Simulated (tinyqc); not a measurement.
What each parameter does: core-shell quantum dot (spherical envelope functions).

Parabolic bands; strain and other valleys are left out. s states, u = r psi, hard wall at R + H, c = hbar^2/2m0, energies from the band edges of the core. Core: u = sin(k1 r)/k1, k1 = sqrt(m1 E/c). At R, psi and psi'/m are continuous, so u is continuous and its slope in the shell is s = u/R + (m2/m1)(u' - u/R). Shell: u(R + x) = u(R) cos(k2 x) + s sin(k2 x)/k2, k2 = sqrt(m2 (E - V)/c); for negative arguments the functions turn into sinh and cosh. A level has u(R + H) = 0.

Overlap = (integral of u_e u_h)^2 with normalised u. Coulomb integrals J_ab = (q/eps) double integral of u_a(r)^2 u_b(s)^2/max(r, s), q = e^2/(4 pi eps0), one eps everywhere. Exciton E = Eg + E_e + E_h - J_eh; first-order biexciton shift J_ee + J_hh - 2 J_eh (positive: repulsive).

Constants: hbar^2/2m0 = 3.80998211 eV angstrom^2; e^2/(4 pi eps0) = 14.39964547 eV angstrom; hc = 1239.841984 eV nm.

Values chosen for the exercise (near those of a GaAs/AlGaAs core-shell dot; shifted at random, so the results belong to these values and not to a real crystal): R = 37 angstrom (core radius); H = 8 angstrom (shell thickness); Vc = 0.254 eV (conduction edge of the shell above that of the core); Vv = 0.136 eV (hole barrier of the shell); me1 = 0.067 m0 (electron, core); me2 = 0.093 m0 (electron, shell); mh1 = 0.394 m0 (hole, core); mh2 = 0.458 m0 (hole, shell); Eg = 1.424 eV (gap of the core); eps = 12.7 (dielectric constant).

All quantities anew.

Results for these values:
```
case  E (eV)  overlap  electron in core  biexciton shift (meV)
base   1.680    0.993             0.955                    0.1
```

What happens to each result for eps = 14.6, all else kept?

Answer: E rises from 1.680 to 1.686; overlap does not change at the printed digits; electron in core does not change at the printed digits; biexciton shift does not change at the printed digits.

The same for each parameter in turn:
```
case             E (eV)  overlap  electron in core  biexciton shift (meV)
base              1.680    0.993             0.955                    0.1
R = 40 angstrom   1.648    0.994             0.962                    0.1
H = 13 angstrom   1.641    0.982             0.900                    0.3
Vc = 0.354 eV     1.685    0.995             0.958                    0.1
Vv = 0.102 eV     1.680    0.995             0.955                    0.1
me2 = 0.116 m0    1.658    0.983             0.943                    0.3
mh1 = 0.315 m0    1.688    0.999             0.955                    0.0
eps = 14.6        1.686    0.993             0.955                    0.1
```

tinyqc: `OMP_NUM_THREADS=1 python tinyqc.py 1251284 1251285 out.jsonl`; about 0.03 s, one thread, shared Intel(R) Xeon(R) Processor @ 2.30GHz.
